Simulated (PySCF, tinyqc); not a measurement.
Worked calculation: coupled-perturbed Hartree-Fock on RHF in the sto-6g basis, for Be, spin multiplicity 1. The lowest restricted solution is unstable here: a spin-polarised one lies 0.0017 hartree lower (PySCF). One step of it, computed by the program tinyqc.

Question. Response to a field: uncoupled start. Field along y; U_ai = -mu_ai / (e_a - e_i), alpha = -4 sum U_ai mu_ai.

orbital energies (hartree): [-4.541835, -0.252096, 0.219697, 0.219697, 0.219697]

dipole integrals <a|y|i> (bohr), order a3, a4, a5:
```
[[0.000000, 0.000000],
 [0.000000, 0.000000],
 [0.142410, 1.263733]]
```

Give: uncoupled U; uncoupled polarisability.

Answer.

uncoupled U, order a3, a4, a5:
```
[[0.000, 0.000],
 [0.000, 0.000],
 [-0.030, -2.679]]
```

uncoupled polarisability = 13.557 bohr^3
